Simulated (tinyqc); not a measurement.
Hydrogenic donor in a hard-walled well (variational): sweeps and comparisons. A value that a table varies takes the place of the one given here.

Trial function cos(pi z/L) exp(-r/lam), r measured from the donor at zi, walls at +/- L/2, one eps everywhere. Counted from the lowest subband, E(lam) = c/(m lam^2) - (q/eps) I0/I1, with I0 the integral of cos^2(pi z/L) exp(-2|z - zi|/lam) over the well and I1 the same with the factor (|z - zi| + lam/2); c = hbar^2/2m0, q = e^2/(4 pi eps0). The binding energy is -E at the minimum.

Constants: hbar^2/2m0 = 3.80998211 eV angstrom^2; e^2/(4 pi eps0) = 14.39964547 eV angstrom; Ry = 13.60569312 eV.

Parameters, chosen for this exercise (near those of InGaAs; the results hold for these values, not for the real material):
- m = 0.039 m0 (mass)
- eps = 13.4 (dielectric constant)
- Ls = (33, 79, 180, 350, 723, 1313, 2704) angstrom (widths)
- L = 682 angstrom (well width)
- zi = 52 angstrom (position of the donor from the centre)

## Width of the well

Ry* = 2.9551 meV
a* = 181.820 angstrom

Donor at the centre and at the wall (zi = L/2).

Binding:
```
L (angstrom)   L/a*  centre (meV)  in Ry*  wall (meV)  in Ry*  centre/wall
33             0.18          9.93   3.361        7.52   2.543         1.32
79             0.43          8.42   2.850        5.43   1.838         1.55
180            0.99          6.68   2.259        3.64   1.233         1.83
350            1.92          5.30   1.793        2.51   0.850         2.11
723            3.98          4.08   1.380        1.63   0.552         2.50
1313           7.22          3.43   1.160        1.16   0.393         2.95
2704          14.87          3.08   1.043        0.86   0.292         3.57
```

At the centre the binding falls from 3.36 to 1.04 Ry*, between the limits 4 and 1. At the wall it falls from 2.54 to 0.29 Ry*, towards 1/4: the wall forces a node through the donor, as in a 2p state. With this trial function, which underbinds wall donors by about a tenth, the wall donor drops below the bulk value between 180 and 350 angstrom. The ratio grows from 1.32 to 3.57.

## Position of the donor

Fixed width; zi from the centre to the wall.

Binding:
```
2 zi/L  zi (angstrom)  lam (angstrom)  binding (meV)  in Ry*
0.0               0.0           189.4           4.16   1.408
0.2              68.2           189.8           4.03   1.363
0.4             136.4           193.8           3.62   1.225
0.6             204.6           215.2           2.93   0.991
0.8             272.8           285.8           2.18   0.736
0.9             306.9           333.9           1.90   0.642
1.0             341.0           378.6           1.69   0.572
```

Uniform doping spreads the level over 2.47 meV, from 4.16 at the centre to 1.69 at the wall, while lam grows by 100 %. The slope is flat at the centre, which gives a peak in the density of donor states there, and steepest between 2 zi/L = 0.6 and 0.8.

## What each parameter does

The minimum over lam; Ry* = Ry m/eps^2. Each row changes one parameter from the base and keeps the others.

Results:
```
case              binding (meV)  lam (angstrom)  binding/Ry*
base                       4.08           189.6        1.382
m = 0.047 m0               4.63           159.2        1.301
eps = 14.7                 3.50           206.2        1.426
L = 887 angstrom           3.78           192.5        1.279
zi = 26 angstrom           4.14           189.5        1.401
```

The largest shifts from the base row, up to three for each result and ties (the steps differ in size, so this ranks the rows, not the parameters). binding (meV): eps -0.58, m +0.55, L -0.30. lam (angstrom): m -30.5, eps +16.6, L +2.8. binding/Ry*: L -0.103, m -0.081, eps +0.044.

tinyqc: `OMP_NUM_THREADS=1 python tinyqc.py 1252114 1252115 out.jsonl`; about 0.02 s, one thread, shared Intel(R) Xeon(R) Processor @ 2.30GHz.
